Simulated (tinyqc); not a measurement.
Grain-boundary trapping model (Seto) of a polycrystalline semiconductor film: one step, computed by the program tinyqc.

Grains of equal size L are joined by thin boundaries with one trap level. Trapped carriers deplete a width W on each side and raise a barrier, crossed by thermionic emission. Dopants are fully ionised, statistics are non-degenerate and mu_g does not depend on T.

Question. Critical doping. If all traps fill, the grain is just depleted at N* = Q_t/L, with the barrier e Q_t L/(8 eps eps_0).

Inputs (values chosen for the exercise, modelled on polycrystalline silicon): permittivity eps = 11.7; grain size L = 25 nm; trap density Q_t = 4.7e+12 1/cm^2.

Grain interior: resistance included.

Constants: e = 1.602176634e-19 C; eps_0 = 8.8541878128e-12 F/m; k_B = 8.617333262e-05 eV/K.

Give: N*; barrier at N* with all traps filled.

Answer.

N* = 1.88e+18 1/cm^3

barrier at N* with all traps filled = 0.22716 V
